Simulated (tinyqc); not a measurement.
# Which input was changed?

Model: adsorption as a lattice gas: isotherms with interactions, competition, desorption peaks and saturation dose. Computed by tinyqc, a small Python program. Command: `OMP_NUM_THREADS=1 python tinyqc.py 3002434 3002435 out.jsonl adsorb which`. One thread of a shared host (Intel(R) Xeon(R) Processor @ 2.30GHz), about 0.03 s of CPU time with the checks.

One adsorbate per site; a molecule needs 2 empty sites. Gas and surface have the same temperature.

Inputs (values chosen for the exercise, for a model surface): desorption energy E = 2.2 eV; prefactor nu = 2.9e+13 1/s; site density N_s = 12 1/nm^2; molecular mass M = 131 u; sticking coefficient s0 = 0.0015; temperature T = 783 K; pressure p = 0.54 Pa; blocking by a second gas, K_B p_B = 7.6; heating rate beta = 0.53 K/s; initial coverage theta_0 = 0.13; aspect ratio a (depth over diameter) of a hole = 60.

Adsorption: dissociative (second order).

Constants: u = 1.6605390666e-27 kg; k_B = 1.380649e-23 J/K; k_B = 8.617333262e-05 eV/K.

Method:
- Flux F = p/sqrt(2 pi M k_B T); k_d = nu exp(-E/(k_B T)); 2 s0 F (1 - theta)^2 = N_s k_d theta^2, so y = sqrt(2 s0 F/(N_s k_d)), theta = y/(1 + y). With a second gas on the same sites theta = y/(1 + y + K_B p_B).
- The peak obeys E/(k_B T_p^2) = (nu theta_0/beta) exp(-E/(k_B T_p)) if theta at the peak is theta_0/2. Redhead's shortcut, with the constant 3.46 (3.64 is also in use), reads E back as k_B T_p [ln(nu' T_p/beta) - 3.46], nu' = nu theta_0.
- Without desorption or interaction, 99 % coverage needs the time 99 N_s/(2 s0 F). For a round hole of aspect ratio a in molecular flow with unit sticking (Gordon), the time is N_s/(2F) x [1 + (19/4) a + (3/2) a^2]. The larger of the two times is a rough guide.

Task: One of these inputs alone was changed, within the range given: site density N_s (6 to 24); molecular mass M (65.5 to 262); sticking coefficient s0 (0.00075 to 0.003); aspect ratio a (depth over diameter) of a hole (30 to 120). Which one, and to what value?

Results:
```
run     time for the hole (s)         y  peak temperature T_p (K)
before                7.67957  2.353584                  779.2537
after                14.76583  2.353584                  779.2537
```

Result:

Each candidate set to reproduce time for the hole, and what it then gives:
```
candidate                                         range searched  value needed       y  peak temperature T_p (K)
site density N_s (1/nm^2)                                6 to 24         23.07  1.6973                    779.25
molecular mass M (u)                                 65.5 to 262  out of reach       -                         -
sticking coefficient s0                         0.00075 to 0.003     no effect       -                         -
aspect ratio a (depth over diameter) of a hole         30 to 120         83.80  2.3536                    779.25
```

Only aspect ratio a (depth over diameter) of a hole fits every result: it went from 60 to 83.8. The next best candidate, site density N_s, misses one result by 28 %.

Caution: with k_d = nu exp(-E/(k_B T)) of these inputs desorption is not negligible over the time on a flat surface, so without interaction 99 % coverage is not reached.
